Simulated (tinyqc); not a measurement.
Worked calculation: Luttinger-Kohn k.p, four valence bands. Computed by tinyqc, a small Python program that keeps every step. Settings: g1 = 7.96, g2 = 2.5, g3 = 3.26. Command: `OMP_NUM_THREADS=1 python tinyqc.py 23078 23079 out.jsonl` (the two numbers bound the seeds that draw the settings). One thread of a shared host (Intel(R) Xeon(R) Processor @ 2.60GHz), about 0.01 s of CPU time with the checks.

## Bloch Hamiltonian at k

Luttinger parameters chosen for this model; energies are counted downward from the top of the valence band:
```
parameter     value  unit
g1         7.960000
g2         2.500000
g3         3.260000
```

k point k (1/angstrom): -0.002000  -0.039000  0.015000

P = c g1 k^2, Q = c g2 (kx^2 + ky^2 - 2 kz^2), R = c sqrt3 [-g2 (kx^2 - ky^2) + 2i g3 kx ky], S = 2 c sqrt3 g3 (kx - i ky) kz, c = hbar^2/2m = 3.809982 eV angstrom^2; rows [P+Q, -S, R, 0], [-S*, P-Q, 0, R], [R*, 0, P-Q, S], [0, R*, S*, P+Q]. The path ends lie at |k| = 0.04 1/angstrom.

H(k) at k (eV), lower triangle (Hermitian):
```
                     3/2                 1/2                 -1/2      -3/2
3/2             0.063312
1/2   0.001291+0.025170i            0.042834
-1/2  0.025027-0.003356i            0.000000             0.042834
-3/2            0.000000  0.025027-0.003356i  -0.001291-0.025170i  0.063312
```

## Levels at k

Diagonalise the Hermitian matrix.

eigenvalues (eV): 0.015956  0.015956  0.090190  0.090190

## Bands along a path

The same steps at evenly spaced points between the labelled ones.

Bands along the path (eV):
```
k               band 1    band 2    band 3    band 4
[111]         0.008778  0.008778  0.088270  0.088270
[111]-G 0.25  0.004938  0.004938  0.049652  0.049652
[111]-G 0.50  0.002195  0.002195  0.022067  0.022067
[111]-G 0.75  0.000549  0.000549  0.005517  0.005517
G             0.000000  0.000000  0.000000  0.000000
G-[100] 0.25  0.001128  0.001128  0.004938  0.004938
G-[100] 0.50  0.004511  0.004511  0.019751  0.019751
G-[100] 0.75  0.010150  0.010150  0.044440  0.044440
[100]         0.018044  0.018044  0.079004  0.079004
```

## Hole masses

E = c [g1 k^2 -/+ 2 sqrt(g2^2 k^4 + 3 (g3^2 - g2^2)(kx^2 ky^2 + ky^2 kz^2 + kz^2 kx^2))] with c = hbar^2/2m, and m* = hbar^2 k^2 / (2 E).

Masses (electron masses):
```
direction     heavy     light
[100]      0.337838  0.077160
[110]      0.560279  0.070745
[111]      0.694444  0.069061
```
